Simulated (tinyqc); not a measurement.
Inside a calculation. Model: programming of a floating-gate cell by Fowler-Nordheim tunnelling.

Numbers from tinyqc (`OMP_NUM_THREADS=1 python tinyqc.py 2130001 2130002 out.jsonl`; about 0.01 s on one thread of a shared Intel Xeon 2.30GHz). Printed values are rounded.

Per tunnel area the floating gate has Ctun = 3.9 eps0/tox to the channel (0 V) and Ccg to the control gate, Ct = Ctun/(1 - ag), no other coupling. With the threshold shift U = -Q/Ccg the field is F = ag (Vg - U)/tox, and dU/dt = J/Ccg. Fowler-Nordheim: J = A F^2 exp(-B/F), A = q^2/(16 pi^2 hbar mo phi) (times 1e14 for A/cm^2 with F in V/nm, emitter mass m0), B = (4/3) sqrt(mo/C) phi^1.5, C = hbar^2/(2 m0).

Values chosen for this exercise; oxide values close to those of silicon dioxide:
- phi = 3.12 eV (tunnel barrier)
- mo = 0.41 m0 (tunnelling mass)
- tox = 6.2 nm (tunnel oxide thickness)
- ag = 0.59 (coupling ratio Ccg/Ct)
- ar = 2600 nm^2 (tunnel area)
- Vt0 = -1.2 V (threshold shift at the start)
- Vg = 10.4 V (control-gate voltage)
- dt = 1.4 us (time step)
- n = 11 (steps)

Constants: q = 1.602176634e-19 C, hbar = 1.054571817e-34 J s, m0 = 9.1093837015e-31 kg, eps0 = 8.8541878128e-14 F/cm where lengths are in cm, hbar^2/(2 m0) = 0.0380998212 eV nm^2. Results are converted to the units shown.

Range of the model: Programming fields of 10 MV/cm and more wear the oxide; trapping and the channel potential are ignored.

## Constants of the cell

A, B, Ccg = ag Ct, the starting field and current, K = A B ag/(Ccg tox), and the knee time t0 = exp(B/F(0))/K.

A = 1.20500e8 A cm^-2 (V/nm)^-2
B = 24.1047 V/nm
Ccg = 0.801475 uF/cm^2
F(0) = 1.10387 V/nm
J(0) = 0.0482344 A/cm^2
K = 3.44872e14 1/s
t0 = 8.82689 us
electrons for 1 V of shift = 130.063

## Explicit time steps against the exact solution

U(new) = U + dt J(F(U))/Ccg. Exact: exp(B/F(t)) = exp(B/F(0)) + K t, K = A B ag/(Ccg tox), and U = Vg - tox F/ag.

```
step  t (us)  F (V/nm)  J (A/cm^2)  U by steps (V)  U exact (V)
0          0   1.10387   0.0482344        -1.20000     -1.20000
1        1.4   1.09585   0.0405172        -1.11575     -1.12232
2        2.8   1.08912   0.0349310        -1.04497     -1.05546
3        4.2   1.08331   0.0306937        -0.98395     -0.99686
4        5.6   1.07821   0.0273666        -0.93034     -0.94476
5          7   1.07366   0.0246838        -0.88254     -0.89789
6        8.4   1.06956   0.0224740        -0.83942     -0.85534
7        9.8   1.06582   0.0206222        -0.80016     -0.81640
8       11.2   1.06239   0.0190478        -0.76414     -0.78052
9       12.6   1.05923   0.0176929        -0.73087     -0.74728
10        14   1.05629   0.0165145        -0.69996     -0.71631
11      15.4   1.05354   0.0154804        -0.67111     -0.68735
```

The steps run ahead by 6.57 mV after the first and 16.2 mV after the last, as each uses the larger current of its start; the step is 0.16 of the knee time t0.
